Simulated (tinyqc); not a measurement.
From results back to parameters: phonon-assisted absorption at an indirect gap. Four cases, with inputs chosen for the exercise.

Problem. One phonon: alpha = A [N (E - Eg + w)^2 + (N + 1)(E - Eg - w)^2], each term only above its threshold, N = 1/(exp(w/kB Tm) - 1). The first two energies lie below the emission threshold and the third above it.

Constants: kB = 8.617333262e-05 eV/K.

Case 1.

Values chosen (out of a larger set: loosely those of AlAs at room temperature; Eg is not tied to T; not measured data): Es = (2.086, 2.14, 2.198) eV (three photon energies); Tm = 300 K.

alpha at the three energies (1/cm): 0.2954142  4.889135  24.75636

Case 2.

Values chosen (out of a larger set: loosely those of AlAs at room temperature; Eg is not tied to T; not measured data): Es = (2.144, 2.198, 2.256) eV (three photon energies); Tm = 250 K.

alpha at the three energies (1/cm): 0.2594992  4.186853  24.13420

Case 3.

Values chosen (out of a larger set: loosely those of Si at room temperature; Eg is not tied to T; not measured data): Es = (1.084, 1.154, 1.218) eV (three photon energies); Tm = 300 K.

alpha at the three energies (1/cm): 0.1963987  3.012811  13.85753

Case 4.

Values chosen (out of a larger set: loosely those of Si at room temperature; Eg is not tied to T; not measured data): Es = (1.104, 1.172, 1.235) eV (three photon energies); Tm = 250 K.

alpha at the three energies (1/cm): 0.1058037  1.634988  9.103938

Find: slope sqrt(A N); threshold Eg - w; w; Eg; A.

Solution. sqrt(alpha) at the first two energies is a line with slope sqrt(A N) and intercept Eg - w. The excess at the third energy is A N exp(w/kB Tm) (E - (Eg - w) - 2w)^2, which has one root w with the emission threshold between the second and third energies.

Case 1.

slope sqrt(A N) = 30.88 1/(cm^(1/2) eV)
threshold Eg - w = 2.0684 eV
w = 44.6 meV
Eg = 2.113 eV
A = 4.4e+03 1/(cm eV^2)

Case 2.

slope sqrt(A N) = 28.46 1/(cm^(1/2) eV)
threshold Eg - w = 2.1261 eV
w = 44.9 meV
Eg = 2.171 eV
A = 5.7e+03 1/(cm eV^2)

Case 3.

slope sqrt(A N) = 18.47 1/(cm^(1/2) eV)
threshold Eg - w = 1.0600 eV
w = 59.0 meV
Eg = 1.119 eV
A = 3.0e+03 1/(cm eV^2)

Case 4.

slope sqrt(A N) = 14.02 1/(cm^(1/2) eV)
threshold Eg - w = 1.0808 eV
w = 57.2 meV
Eg = 1.138 eV
A = 2.6e+03 1/(cm eV^2)

Computed by tinyqc, one run a case: `OMP_NUM_THREADS=1 python tinyqc.py N N+1 out.jsonl` with N = 1681693, 1681737, 1681782, 1681796; one thread of a shared Intel(R) Xeon(R) Processor @ 2.30GHz, about 0.01 s a run at most.
